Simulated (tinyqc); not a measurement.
Saturation velocity and mobility from two gate lengths.

Inverse problem. Isat = Cox vsat Vg (x - 1)/(x + 1) per width, x = sqrt(1 + 2 mu Vg/(m vsat L)), with no series resistance and the same overdrive Vg and mu at both lengths. Find vsat and mu.

Parameters, values chosen for the exercise:
```
symbol  value     unit           meaning
Cox      0.45  uF/cm^2  gate capacitance
m        1.43                body factor
```

Vg = 1.43 V
Isat at L = 0.07 and 0.35 um (uA/um): 226.70096  95.869986

Answer. The ratio of the currents depends on c = 2 mu Vg/(m vsat) alone and falls steadily from L2/L1 to 1 as c grows, so it fixes c; either current then gives vsat.

vsat = 8.000e6 cm/s
mu = 157.5 cm^2/(V s)

Computed by the program tinyqc: `OMP_NUM_THREADS=1 python tinyqc.py 2500023 2500024 out.jsonl`, one thread of a shared Intel Xeon 2.30GHz, about 0.01 s for the whole run.
